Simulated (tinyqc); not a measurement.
Crystal pulling from the melt: segregation, interface stability, heat balance and point-defect regime: one step, computed by the program tinyqc.

A dilute solute; steady pulling with a flat interface unless it is found unstable.

Question. Concentration at the frozen fraction g. Axial profile: C_s = k_eff C0 (1 - g)^(k_eff - 1); bulk melt C_L = C_s/k_eff. Usable fraction: the g at which C_s has changed by 30 % from its first value (0.99 at most).

Inputs (values chosen for the exercise, for a model semiconductor): initial melt concentration C0 = 1e+20 1/cm^3; frozen fraction g = 0.31.

Loss from the melt surface: none.

k_eff = 0.02535178

Give: C_s; C_L; usable fraction.

Answer.

C_s = 3.640e+18 1/cm^3

C_L = 1.436e+20 1/cm^3

usable fraction = 0.2360

C_s rises along the crystal.
